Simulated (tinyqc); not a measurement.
AlGaN/GaN HEMT with access regions, lumped model: one step of the calculation.

A polarisation-induced electron sheet under a Schottky gate, in series with two ungated access regions and contacts. Drift law v = mu E/(1 + mu E/vs) under the gate. Currents in mA/mm, resistances in ohm mm. No self-heating, no channel-length modulation; fits for polarisation, barrier and offset are chosen for the exercise.

Task. On-resistance and breakdown. sigma = (5e13 x + 1.6e13 x^2) cm^-2, phiB = 0.84 + 1.3 x, dEc = 0.7 (1.71 x + x^2) in volts, Cb = eps0 eps_r/d, VT = phiB - dEc - q sigma/Cb, access density n0 = -Cb VT/q. Ron = 2 Rc + Ls/(q mu n0) + Ld/(q mu (1 - ft) n0) + Lg/(mu Cb (Vg - VT)). Off state: a depleted stretch that holds the voltage V has the peak field sqrt(k V), k = 2 q n0/(eps0 eps_r te), so one edge holds V1 = Ec^2/k. The sheet under the plate pinches off at Vf = q n0 (1/Cb + tf/(eps0 ei)); beyond it the gate edge is screened. BV = V1 if Vf >= V1, else Vf + V1, and at most Ec Ld. Specific resistance Ron (Ls + Lg + Ld); figure of merit BV^2 over it.

Inputs (values chosen for the exercise); values close to those of AlGaN/GaN structures: aluminium share of the barrier x = 0.33; barrier thickness d = 18 nm; relative permittivity of barrier and channel eps_r = 9.4; channel mobility mu = 1700 cm^2/(V s); saturation velocity vs = 1.1e7 cm/s; gate length Lg = 0.15 um; source access length Ls = 1 um; drain access length Ld = 12 um; resistance of each contact Rc = 0.51 ohm mm; share of the drain-access electrons removed by traps ft = 0; gate voltage Vg = 0.5 V; critical field Ec = 2.8 MV/cm; depth over which the depleted charge spreads te = 0.5 um; insulator under the field plate tf = 100 nm; relative permittivity of that insulator ei = 7.5.

Constants: q = 1.602176634e-19 C, eps0 = 8.8541878128e-14 F/cm where lengths are in cm. Results are converted to the units shown.

Wanted: Ron; Vf; V1; BV; specific resistance; figure of merit.

Result.

Ron = 4.0460 ohm mm
Vf = 43.982 V
V1 = 63.875 V
BV = 107.86 V
specific resistance = 0.53204 mohm cm^2
figure of merit = 21.865 MW/cm^2

The plate raises BV by a factor of 1.69.

Computed by the program tinyqc: `OMP_NUM_THREADS=1 python tinyqc.py 2570030 2570031 out.jsonl`, one thread of a shared Intel Xeon 2.30GHz, about 0.02 s for the whole run.
